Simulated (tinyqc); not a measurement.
## MOS inversion layer, Poisson-Schroedinger loop: effect of the temperature

Electrons confined at an insulator interface at z = 0, treated as a hard wall; parabolic valleys, Hartree approximation, no image or exchange terms. The depletion charge lies far deeper than the electrons and gives a uniform field q Nd/(eps0 eps_r); the gate balances all charge. Energies are counted from the band edge at the interface.

Schroedinger equation -(C/mz) psi'' + (V0 + U + dE for set B) psi = E psi, C = hbar^2/(2 m0), psi(0) = 0, on a uniform mesh of 800 nodes with a far wall at 40 nm, 8 levels a set; V0 = q Nd z/(eps0 eps_r); dU/dz = q (Ns - integral of n from 0 to z)/(eps0 eps_r), U(0) = 0; N_k = g md m0 q Vt/(pi hbar^2) ln(1 + exp((EF - E_k)/Vt)), g the number of valleys of the set, sum N_k = Ns. Triangular well: E_k = a_k (C F^2/mz)^(1/3), a_1 = 2.338107, a_2 = 4.087949, C = hbar^2/(2 m0), F in eV/nm. Fang-Howard (all electrons in the lowest level of set A): b^3 = 6 (mz1/C) q (Nd + 11 Ns/32)/(eps0 eps_r), centroid 3/b, level C b^2/(4 mz1) + (3/b) q (Nd + 11 Ns/16)/(eps0 eps_r). The centroid adds 3.9 z_av/eps_r to an oxide-equivalent thickness.

Parameters, values chosen for the exercise; masses and permittivity close to those of germanium (111):

| symbol | value | unit | meaning |
|---|---|---|---|
| eps_r | 16.2 |  | relative permittivity |
| mz1 | 1.62 | m0 | mass along z of valley set A (1 valley(s)) |
| md1 | 0.0823 | m0 | in-plane density-of-states mass of set A |
| mz2 | 0.0921 | m0 | mass along z of valley set B (3 valley(s)) |
| md2 | 0.338 | m0 | in-plane density-of-states mass of set B |
| Ns | 6.2e11 | cm^-2 | sheet density of electrons |
| Nd | 9.1e11 | cm^-2 | sheet density of depletion charge |
| dE | 0.06 | eV | extra shift of set B (strain) |

Constants: q = 1.602176634e-19 C, kB = 1.380649e-23 J/K, hbar = 1.054571817e-34 J s, m0 = 9.1093837015e-31 kg, Vt = kB T/q, eps0 = 8.8541878128e-14 F/cm where lengths are in cm, hbar^2/(2 m0) = 0.0380998212 eV nm^2. Results are converted to the units shown.

The same in every row: Fang-Howard centroid (nm) = 2.04.

Effect of the temperature:
```
T (K)  A1 (meV)  B1 (meV)  EF (meV)  share of A1 (%)  share of set A (%)  centroid z_av (nm)  added oxide equivalent (nm)
20         41.5       155      59.5             99.9                 100                1.91                        0.461
50         41.5       155      58.9             96.5                 100                1.97                        0.473
77         41.6       155      57.6             91.8                 100                2.04                        0.492
120        41.8       156      54.1             83.7                 100                2.20                        0.529
200        42.0       158      43.0             69.0                98.4                2.59                        0.624
300        42.4       160      21.2             52.2                91.0                3.23                        0.778
400        42.8       162     -8.65             38.8                80.1                3.90                        0.938
500        43.1       164     -44.9             29.2                69.5                4.53                         1.09
```

Read the table: what changes, and by how much?

As T goes from 20 to 500, A1 rises from 41.5 to 43.1 meV, the share of A1 falls from 99.9 to 29.2 % and the centroid rises from 1.91 to 4.53 nm. EF lies more than 2 meV above A1 for T = 20, 50, 77, 120. The Fang-Howard centroid is 6.3 % above the full one in the first row, where A1 holds 99.9 %, and 55 % below it in the last, where A1 holds 29.2 %. For T = 300, 400, 500 the eighth level of a set still holds over 0.4 % of the electrons, so more levels and a farther wall would raise the centroid.

Program tinyqc, `OMP_NUM_THREADS=1 python tinyqc.py 2160012 2160013 out.jsonl`; Intel Xeon 2.30GHz, shared host, one thread, about 0.8 s.
